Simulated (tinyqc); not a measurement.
# MOS capacitor on a p-type substrate, surface potential from the exact charge relation: effects of single changes

Uniform p-type substrate, Boltzmann statistics, full ionisation, classical densities. psi is the surface potential against the body (positive when the bands bend down) and u = psi/Vt. Traps are spread evenly over the gap and neutral at flat band, so their charge is -q Dit psi; the minority quasi-Fermi level is shifted by Vb.

Parameters, values chosen for the exercise; band and dielectric values close to those of gallium arsenide:
- T = 350 K (temperature)
- Eg = 1.44 eV (band gap)
- eps_r = 13.1 (relative permittivity)
- Nc = 5.48e17 cm^-3 (conduction-band density of states at T)
- Nv = 1.15e19 cm^-3 (valence-band density of states at T)
- chi = 4.1 eV (electron affinity)
- N = 4.7e17 cm^-3 (acceptor density of the substrate)
- eox = 24.9 (relative permittivity of the gate insulator (close to zirconium oxide))
- tox = 16 nm (insulator thickness)
- phiM = 5.36 eV (gate work function)
- Nf = 0 cm^-2 (fixed charge at the interface, in units of q)
- Dit = 0 cm^-2 eV^-1 (density of interface traps)
- Vb = 0 V (reverse bias of the inversion layer against the body)

Constants: q = 1.602176634e-19 C, kB = 1.380649e-23 J/K, Vt = kB T/q, eps0 = 8.8541878128e-14 F/cm where lengths are in cm. Results are converted to the units shown.

Each table varies one quantity; the others keep the values above.

## Capacitance-voltage curves

ni = sqrt(Nc Nv) exp(-Eg/(2 Vt)), Eg in volts; phiF = Vt ln(N/ni); Cox = eps0 eox/tox; Vfb = phiM - chi - (Eg - Vt ln(Nv/N)) - q Nf/Cox; Q0 = sqrt(2 eps0 eps_r q N Vt); r = (ni/N)^2 exp(-Vb/Vt); VT = Vfb + [(2 phiF + Vb)(1 + q Dit/Cox) + sqrt(2 eps0 eps_r q N (2 phiF + Vb))/Cox]. u = psi/Vt; F^2 = exp(-u) + u - 1 + r (exp(u) - u - 1); Qs = -sign(u) Q0 F; Cs = -dQs/dpsi = (Q0/Vt) |1 - exp(-u) + r (exp(u) - 1)|/(2 F). psi solves Vg = Vfb + psi + (q Dit psi - Qs)/Cox. Low frequency: 1/C_LF = 1/Cox + 1/(Cs + q Dit). High frequency, in the simple estimate in which traps and minority carriers do not follow: 1/C_HF = 1/Cox + 1/Cd, Cd being Cs with r = 0 at the same psi. Deep depletion: r = 0 and Dit = 0 both in the equation for psi and in Cs. Minority sheet density N_inv = (Q0/(2 q)) int_0^u r (exp(t) - 1)/F(t) dt for u > 0. N_inv under 1 cm^-2 is printed as 0. Regimes: accumulation when majority carriers gather, then depletion up to |psi| = phiF + Vb, weak inversion up to 2 phiF + Vb, strong inversion beyond.

Results:

| Vg (V) | psi (V) | C_LF/Cox | C_HF/Cox | C_deep/Cox | N_inv (cm^-2) | regime |
|---|---|---|---|---|---|---|
| -0.78 | -0.1434 | 0.9053 | 0.9053 | 0.9053 | 0 | accumulation |
| -0.46 | -0.1038 | 0.8361 | 0.8361 | 0.8361 | 0 | accumulation |
| -0.14 | -0.02335 | 0.6190 | 0.6190 | 0.6190 | 0 | accumulation |
| 0.18 | 0.1559 | 0.2982 | 0.2982 | 0.2982 | 0 | depletion |
| 0.5 | 0.3993 | 0.1998 | 0.1998 | 0.1998 | 0 | depletion |
| 0.83 | 0.6708 | 0.1593 | 0.1593 | 0.1593 | 12.07 | weak inversion |
| 1.15 | 0.9437 | 0.1369 | 0.1369 | 0.1369 | 8.517e4 | weak inversion |
| 1.47 | 1.222 | 0.1242 | 0.1220 | 0.1220 | 7.635e8 | weak inversion |
| 2.12 | 1.487 | 0.8983 | 0.1116 | 0.1023 | 3.038e12 | strong inversion |

Estimate the missing row, Vg = 1.79 V.

Computed row:

| Vg (V) | psi (V) | C_LF/Cox | C_HF/Cox | C_deep/Cox | N_inv (cm^-2) | regime |
|---|---|---|---|---|---|---|
| 1.79 | 1.434 | 0.7166 | 0.1135 | 0.1110 | 6.994e11 | strong inversion |

With this row back in the table: C_LF/Cox is lowest, 0.124, at Vg = 1.47 V (weak inversion) among the rows listed and is 0.898 in the last row, where C_HF/Cox is 0.112 and the deep-depletion value 0.102. Vfb = -0.0836 V, where C_HF/Cox = 0.553 (Cox in series with eps0 eps_r/LD), and VT = 1.61 V. Over the last two rows psi moves by only 0.16 V a volt of gate bias, since the inversion charge screens the body. In strong accumulation and inversion degeneracy and confinement, left out here, lower the capacitance.

## Effect of the gate work function on threshold and swing

ni = sqrt(Nc Nv) exp(-Eg/(2 Vt)), Eg in volts; phiF = Vt ln(N/ni); Cox = eps0 eox/tox; Vfb = phiM - chi - (Eg - Vt ln(Nv/N)) - q Nf/Cox; VT = Vfb + [(2 phiF + Vb)(1 + q Dit/Cox) + sqrt(2 eps0 eps_r q N (2 phiF + Vb))/Cox]. gamma = sqrt(2 eps0 eps_r q N)/Cox; Wm = sqrt(2 eps0 eps_r (2 phiF + Vb)/(q N)); m = 1 + (eps0 eps_r/Wm + q Dit)/Cox; swing m Vt ln 10; Cmin/Cox = 1/(1 + Cox Wm/(eps0 eps_r)).

The same in every row: 2 phiF (V) = 1.3389; gamma (V^0.5) = 0.30332; Wm (nm) = 64.224; m = 1.1311; swing (mV/decade) = 78.550; Cmin/Cox = 0.11588.

Result of one run:

| phiM (eV) | Vfb (V) | VT (V) |
|---|---|---|
| 5.3 | -0.14357 | 1.5463 |

What becomes of these results when the gate work function phiM is changed from 5.3 to 4.9 eV, all else the same?

Result of the changed run:

| phiM (eV) | Vfb (V) | VT (V) |
|---|---|---|
| 4.9 | -0.54357 | 1.1463 |

The whole series:

| phiM (eV) | Vfb (V) | VT (V) |
|---|---|---|
| 4.1 | -1.3436 | 0.34635 |
| 4.3 | -1.1436 | 0.54635 |
| 4.5 | -0.94357 | 0.74635 |
| 4.7 | -0.74357 | 0.94635 |
| 4.9 | -0.54357 | 1.1463 |
| 5.1 | -0.34357 | 1.3463 |
| 5.3 | -0.14357 | 1.5463 |

As phiM goes from 4.1 to 5.3, VT rises from 0.346 to 1.55 V, the swing stays at 78.5 mV/decade and Cmin/Cox stays at 0.116. The whole change of VT is that of Vfb: the curve shifts rigidly.

## Effect of the insulator thickness on threshold and swing

Same model as above.

The same in every row: Vfb (V) = -0.08357; 2 phiF (V) = 1.339; Wm (nm) = 64.22.

Result of one run:

| tox (nm) | gamma (V^0.5) | VT (V) | m | swing (mV/decade) | Cmin/Cox |
|---|---|---|---|---|---|
| 43 | 0.8152 | 2.199 | 1.352 | 93.91 | 0.2605 |

What becomes of these results when the insulator thickness tox is changed from 43 to 64 nm, all else the same?

Result of the changed run:

| tox (nm) | gamma (V^0.5) | VT (V) | m | swing (mV/decade) | Cmin/Cox |
|---|---|---|---|---|---|
| 64 | 1.213 | 2.659 | 1.524 | 105.9 | 0.3439 |

The whole series:

| tox (nm) | gamma (V^0.5) | VT (V) | m | swing (mV/decade) | Cmin/Cox |
|---|---|---|---|---|---|
| 4 | 0.07583 | 1.343 | 1.033 | 71.72 | 0.03173 |
| 5.9 | 0.1118 | 1.385 | 1.048 | 72.80 | 0.04610 |
| 8.8 | 0.1668 | 1.448 | 1.072 | 74.45 | 0.06724 |
| 13 | 0.2464 | 1.541 | 1.106 | 76.84 | 0.09624 |
| 20 | 0.3791 | 1.694 | 1.164 | 80.83 | 0.1408 |
| 29 | 0.5498 | 1.892 | 1.238 | 85.95 | 0.1920 |
| 43 | 0.8152 | 2.199 | 1.352 | 93.91 | 0.2605 |
| 64 | 1.213 | 2.659 | 1.524 | 105.9 | 0.3439 |

As tox goes from 4 to 64, VT rises from 1.34 to 2.66 V, the swing rises from 71.7 to 106 mV/decade and Cmin/Cox rises from 0.0317 to 0.344. Vfb does not move. m - 1 goes as tox^(1.00), that is as 1/Cox.

Computed by the program tinyqc: `OMP_NUM_THREADS=1 python tinyqc.py 2060037 2060038 out.jsonl`, one thread of a shared Intel Xeon 2.30GHz, about 0.01 s for the whole run.
